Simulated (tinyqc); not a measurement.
# Current crowding under a contact, resistor ladder against the transmission-line model, step by step

Program tinyqc, `OMP_NUM_THREADS=1 python tinyqc.py 2760093 2760094 out.jsonl`; Intel Xeon 2.30GHz, shared host, one thread, about 0.01 s. Printed values are rounded.

A metal contact of length d and width W on a thin layer of the same width. The metal has no resistance, the sheet resistance under it equals Rsh, and current enters the layer at the front edge x = 0.

Parameters, values chosen for the exercise:

| symbol | value | unit | meaning |
|---|---|---|---|
| Rsh | 2600 | ohm/sq | sheet resistance of the semiconductor layer |
| rc | 7.7e-9 | ohm cm^2 | specific contact resistivity |
| d | 0.069 | um | contact length |
| W | 1 | um | contact width |
| n | 10 |  | cells |
| I | 0.1 | mA | current |

Range of the model: Lt is below 20 nm, near the thickness of a real layer, where current spreads in depth and the line model fails.

## Conductances of the ladder

Cut the contact into n cells of length hc = d/n. Neighbouring cell centres are joined by a = W/(Rsh hc), each centre joins the metal (0 V) by g = W hc/rc, and I enters cell 1 through half a cell: -a v_(i-1) + b_i v_i - a v_(i+1) = I for i = 1 and 0 otherwise, b_i = g + 2 a (g + a at both ends). Rc = v_1/I + 1/(2 a).

a = 0.0557414 S
g = 0.00896104 S

| cell | b_i (S) |
|---|---|
| 1 | 0.0647024 |
| 2 | 0.120444 |
| 3 | 0.120444 |
| 4 | 0.120444 |
| 5 | 0.120444 |
| 6 | 0.120444 |
| 7 | 0.120444 |
| 8 | 0.120444 |
| 9 | 0.120444 |
| 10 | 0.0647024 |

## Voltages and the share of the current

Cut the contact into n cells of length hc = d/n. Neighbouring cell centres are joined by a = W/(Rsh hc), each centre joins the metal (0 V) by g = W hc/rc, and I enters cell 1 through half a cell: -a v_(i-1) + b_i v_i - a v_(i+1) = I for i = 1 and 0 otherwise, b_i = g + 2 a (g + a at both ends). Rc = v_1/I + 1/(2 a). Cell i passes g v_i to the metal.

| cell | v_i (mV) | share of the current (%) |
|---|---|---|
| 1 | 3.66957 | 32.8831 |
| 2 | 2.46549 | 22.0934 |
| 3 | 1.65777 | 14.8553 |
| 4 | 1.11655 | 10.0055 |
| 5 | 0.75483 | 6.7641 |
| 6 | 0.51446 | 4.6101 |
| 7 | 0.35679 | 3.1972 |
| 8 | 0.25648 | 2.2984 |
| 9 | 0.19741 | 1.7690 |
| 10 | 0.17007 | 1.5240 |

Rc of the ladder = 45.6657 ohm

The first cell passes 32.9 % of the current and the last 1.52 %; an even spread would give 10.0 % each.

## The transmission-line result

Transfer length Lt = sqrt(rc/Rsh); front resistance Rc = (Rsh Lt/W) coth(d/Lt); end resistance Re = (Rsh Lt/W)/sinh(d/Lt). v(x) = I (Rsh Lt/W) cosh((d - x)/Lt)/sinh(d/Lt) at the cell centres x = (i - 1/2) d/n.

Lt = 0.0172091 um
Rc = 44.7732 ohm
Re = 1.62405 ohm

| cell | v(x) (mV) |
|---|---|
| 1 | 3.66457 |
| 2 | 2.45559 |
| 3 | 1.64668 |
| 4 | 1.10606 |
| 5 | 0.74565 |
| 6 | 0.50672 |
| 7 | 0.35035 |
| 8 | 0.25106 |
| 9 | 0.19267 |
| 10 | 0.16568 |

The ladder's Rc is 2.0 % above this value, with cells 0.40 Lt long.
